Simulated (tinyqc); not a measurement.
Diamond against structures with more neighbours: Stillinger-Weber potential for a tetrahedral semiconductor. Computed by tinyqc, a small Python program. Command: `OMP_NUM_THREADS=1 python tinyqc.py 3020105 3020106 out.jsonl swsi walk`. One thread of a shared host (Intel(R) Xeon(R) Processor @ 2.30GHz), about 0.04 s of CPU time with the checks.

With x = r/sigma: pair term eps A (B x^-4 - 1) exp(1/(x - a)); for each pair of neighbours j, k of atom i, three-body term eps lambda exp(gamma/(x_ij - a) + gamma/(x_ik - a)) (cos theta_jik + 1/3)^2; both vanish beyond x = a. A = 7.049556277, B = 0.6022245584, a = 1.8.

Inputs (values chosen for the exercise, modelled on silicon):
```
quantity,value,unit
energy scale eps,2.185,eV
length scale sigma,2.081,angstrom
three-body strength lambda,21.4,-
gamma,1.1,-
```

Method. Each structure is relaxed in its neighbour distance d (lowest minimum for d between sigma and 1.7 sigma), with all neighbours inside the cut-off, second shells too where they fall inside.

Energies per atom (eV):
```
structure,first neighbours,d (angstrom),pair,three-body,total,volume (angstrom^3)
diamond,4,2.3358,-4.3700,0.0000,-4.3700,19.622
simple cubic,6,2.6657,-5.2248,1.7992,-3.4256,18.941
bcc,8,2.8823,-4.9163,1.9523,-2.9641,18.432
fcc,12,3.0057,-4.7853,2.0528,-2.7325,19.201
```

What does the comparison show, and why?

The order is diamond < simple cubic < bcc < fcc, the lowest two 0.944 eV apart. Against diamond the pair energy changes by -0.85 (simple cubic), -0.55 (bcc), -0.42 (fcc) eV, while angles away from 109.47 degrees cost 1.80, 1.95, 2.05 eV; the bonds stretch to 3.01 angstrom in fcc to weaken that penalty.

Extremes, crossings and ranges named in words are read from the listed rows.
